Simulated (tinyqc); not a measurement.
# Hole mobility in a silicon inversion layer, empirical terms and Matthiessen rule: effects of single changes

Inversion layer of sheet density Ns on a uniformly doped body. The mobility terms are empirical power laws with prefactors chosen for the exercise; adding their inverses (Matthiessen) is itself an approximation.

Parameters, values chosen for the exercise; material values close to those of silicon:
```
symbol    value        unit                                                meaning
T           325           K                                            temperature
Eg         1.11          eV                                               band gap
eps_r      11.8                         relative permittivity of the semiconductor
Nc      3.18e19       cm^-3                 conduction-band density of states at T
Nv      3.03e19       cm^-3                    valence-band density of states at T
Nb       2.1e18       cm^-3                                            body doping
Vsb         0.6           V                                      reverse body bias
eta      0.3333              weight of the inversion charge in the effective field
Ap          134  cm^2/(V s)           phonon-limited mobility at 1 MV/cm and 300 K
As          524  cm^2/(V s)                  roughness-limited mobility at 1 MV/cm
gs            1                                     exponent of the roughness term
Ac         2100  cm^2/(V s)                                      Coulomb prefactor
Nit      9.2e11       cm^-2                                charge at the interface
Ns         9e11       cm^-2                                      inversion density
```

Constants: q = 1.602176634e-19 C, kB = 1.380649e-23 J/K, Vt = kB T/q, eps0 = 8.8541878128e-14 F/cm where lengths are in cm. Results are converted to the units shown.

Each table varies one quantity; the others keep the values above.

## Universality: two dopings at the same effective field

ni = sqrt(Nc Nv) exp(-Eg/(2 Vt)), Eg in volts; Ndep = sqrt(2 eps0 eps_r Nb (2 Vt ln(Nb/ni) + Vsb)/q); E = q (Ndep + eta Ns)/(eps0 eps_r), in MV/cm. With t = T/(300 K): muC = Ac (Ns/1e12 cm^-2) t/(Nb/1e17 cm^-3 + Nit/1e11 cm^-2), muP = Ap E^(-1/3) t^(-1.75), muS = As E^(-gs); 1/mu is the sum of the inverses. For each E, Ns is chosen to give that field on bodies with Nb = 3e17 and 2.1e18 cm^-3; the last column leaves out muC.

Universality: two dopings at the same effective field:
```
E (MV/cm)	Ns, light body (cm^-2)	mu, light (cm^2/(V s))	Ns, heavy body (cm^-2)	mu, heavy (cm^2/(V s))	without muC (cm^2/(V s))
1.06	1.359e13	89.52	1.133e12	44.46	92.80
1.2	1.633e13	85.17	3.872e12	67.38	87.62
1.36	1.946e13	80.76	7.003e12	71.42	82.60
1.53	2.279e13	76.64	1.033e13	70.94	78.05
1.73	2.670e13	72.42	1.424e13	68.78	73.49
1.96	3.120e13	68.23	1.874e13	65.82	69.04
2.22	3.629e13	64.17	2.383e13	62.53	64.79
2.51	4.196e13	60.30	2.950e13	59.15	60.76
```

The heavily doped body has 0.497 of the mobility of the light one in the first row and 0.981 in the last; there they lie 2.7 % below and 0.77 % below the curve without Coulomb scattering, which depends on E alone. The heavy body leaves that curve at low E because its field comes mostly from depletion charge and few carriers screen.

## Effect of the body doping

Same model as above.

Result of one run:
```
Nb (cm^-3)	E (MV/cm)	muC (cm^2/(V s))	muP (cm^2/(V s))	muS (cm^2/(V s))	mu (cm^2/(V s))
9.7e16	0.2491	201.3	185.1	2103	92.22
```

What becomes of these results when the body doping Nb is changed from 9.7e16 to 5e18 cm^-3, all else the same?

Result of the changed run:
```
Nb (cm^-3)	E (MV/cm)	muC (cm^2/(V s))	muP (cm^2/(V s))	muS (cm^2/(V s))	mu (cm^2/(V s))
5e18	1.616	34.59	99.26	324.2	23.77
```

The whole series:
```
Nb (cm^-3)	E (MV/cm)	muC (cm^2/(V s))	muP (cm^2/(V s))	muS (cm^2/(V s))	mu (cm^2/(V s))
2e16	0.1352	217.8	226.9	3874	108.0
4.4e16	0.1806	212.4	206.1	2901	101.0
9.7e16	0.2491	201.3	185.1	2103	92.22
2.1e17	0.3495	181.2	165.4	1499	81.75
4.7e17	0.5071	147.3	146.1	1033	68.48
1e18	0.7282	106.6	129.5	719.6	54.08
2.3e18	1.096	63.59	113.0	477.9	37.49
5e18	1.616	34.59	99.26	324.2	23.77
```

As Nb goes from 2e16 to 5e18 cm^-3, E rises from 0.135 to 1.62 MV/cm and mu falls from 108 to 23.8 cm^2/(V s). The Coulomb term is the smallest in the first and the last row. At Nb = 5e18 cm^-3 E passes 1.5 MV/cm, beyond the usual range of such laws.

## Effect of the charge at the interface

Same model as above.

The same in every row: E (MV/cm) = 1.0481; muP (cm^2/(V s)) = 114.68; muS (cm^2/(V s)) = 499.96.

Effect of the charge at the interface:
```
Nit (cm^-2)	muC (cm^2/(V s))	mu (cm^2/(V s))
1e10	97.038	47.561
3.2e10	96.037	47.319
1e11	93.068	46.587
3.2e11	84.607	44.366
1e12	66.048	38.669
3.2e12	38.632	27.318
1e13	16.921	14.323
```

What does the comparison show?

As Nit goes from 1e10 to 1e13 cm^-2, E stays at 1.05 MV/cm and mu falls from 47.6 to 14.3 cm^2/(V s). The Coulomb term is the smallest in the first and the last row.

tinyqc, about 0.01 s, one thread, Intel Xeon 2.30GHz (shared host): `OMP_NUM_THREADS=1 python tinyqc.py 2510094 2510095 out.jsonl`
